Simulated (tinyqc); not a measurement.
Reverse leakage of an n+-p junction: diffusion, generation, trap-assisted and band-to-band tunnelling: two steps of the calculation.

One-sided abrupt junction in the depletion approximation, x from the junction (0) to W on the p side, field F = F0 (1 - x/W). Flat quasi-Fermi levels, long p side. Traps generate through SRH with both lifetimes shortened by 1 + Gamma (Hurkx enhancement, form for moderate fields); band-to-band generation is local and needs a total bending above Eg.

Parameters, values chosen for the exercise; band and dielectric values those of a made-up semiconductor: temperature T = 250 K; band gap Eg = 0.867 eV; acceptor density of the lighter side Na = 2.8e16 cm^-3; donor density of the heavier side Nd = 1e19 cm^-3; SRH lifetime of both carriers at zero field tau = 3e-7 s; trap level above the intrinsic level Et = -0.08 eV; band-to-band prefactor Ab = 3.6e14 cm^-0.5 V^-2.5 s^-1; band-to-band field constant Bb = 1.32e7 V/cm; reverse bias VR = 2.2 V.

Constants: q = 1.602176634e-19 C, kB = 1.380649e-23 J/K, Vt = kB T/q. Results are converted to the units shown.

Problem 1. Generation rates across the layer. u = (Vbi + VR)(1 - x/W)^2, p = Na exp(-u/Vt), n = Nd exp((u - Vbi - VR)/Vt); G0 = ni^2 (1 - exp(-VR/Vt))/(tau (n + p + 2 ni cosh(Et/Vt))); Gamma = 2 sqrt(3 pi)(F/FG) exp((F/FG)^2); trap-assisted part G0 Gamma; G_bb = Ab F^2.5 exp(-Bb/F) with F in V/cm, zero unless Vbi + VR > Eg. 12 equal steps.

ni = 3.5930468e10 cm^-3
Vbi = 0.71115393 V
W = 415.17707 nm
F0 = 140.23674 kV/cm
FG = 263.21452 kV/cm

Give: x; F; Gamma; G0; G0 Gamma; G_bb.

Solution 1.

```
point  x (nm)  F (kV/cm)   Gamma  G0 (cm^-3 s^-1)  G0 Gamma (cm^-3 s^-1)  G_bb (1e-14 cm^-3 s^-1)
0         0.0      140.2   4.345          4.303e8                1.870e9                    3.506
1        34.6      128.6   3.806         2.911e15               1.108e16                    0.001
2        69.2      116.9   3.320         2.920e15               9.694e15                    0.000
3       103.8      105.2   2.878         2.920e15               8.404e15                    0.000
4       138.4       93.5   2.474         2.920e15               7.224e15                    0.000
5       173.0       81.8   2.102         2.920e15               6.137e15                    0.000
6       207.6       70.1   1.756         2.920e15               5.127e15                    0.000
7       242.2       58.4   1.432         2.920e15               4.181e15                    0.000
8       276.8       46.7   1.125         2.903e15               3.267e15                    0.000
9       311.4       35.1  0.8325         5.746e14               4.783e14                    0.000
10      346.0       23.4  0.5495         6.544e12               3.596e12                    0.000
11      380.6       11.7  0.2731         3.928e11               1.073e11                    0.000
12      415.2        0.0       0         1.537e11                      0                    0.000
```

Problem 2. Current components. 12 equal steps.

Each current is q times the trapezoid sum of its rate; J adds J_diff; J_bb under 1e-8 of the sum is given as 0.

```
point     x (nm)  G0 (cm^-3 s^-1)  G0 Gamma (cm^-3 s^-1)  G_bb (cm^-3 s^-1)
0        0.00000      4.3033278e8            1.8698239e9      3.5060389e-14
1       34.59809     2.9114487e15           1.1082213e16      5.4213233e-18
2       69.19618     2.9198078e15           9.6939500e15      1.4829809e-22
3      103.79427     2.9198078e15           8.4038315e15                 ~0
4      138.39236     2.9198078e15           7.2238892e15                 ~0
5      172.99045     2.9198078e15           6.1367381e15                 ~0
6      207.58854     2.9198078e15           5.1269782e15                 ~0
7      242.18663     2.9198042e15           4.1808305e15                 ~0
8      276.78472     2.9031781e15           3.2671388e15                 ~0
9      311.38281     5.7460045e14           4.7833087e14                 ~0
10     345.98090     6.5440477e12           3.5961445e12                 ~0
11     380.57899     3.9276398e11           1.0728130e11                  0
12     415.17707     1.5368221e11                      0                  0
```

J_diff = 3.8621080e-11 A/cm^2

Find: J_SRH; J_TAT; J_bb; J.

Solution 2.

J_SRH = 1.326e-8 A/cm^2
J_TAT = 3.082e-8 A/cm^2
J_bb = 0 A/cm^2
J = 4.411e-8 A/cm^2

Range of the model: The n+ side is degenerate, so Vbi from Boltzmann statistics is only a guide.

Computed by the program tinyqc: `OMP_NUM_THREADS=1 python tinyqc.py 2290059 2290060 out.jsonl`, one thread of a shared Intel Xeon 2.30GHz, about 0.01 s for the whole run.

~0 in a residual or rate marks an entry under 1e-11 of the largest of its column.
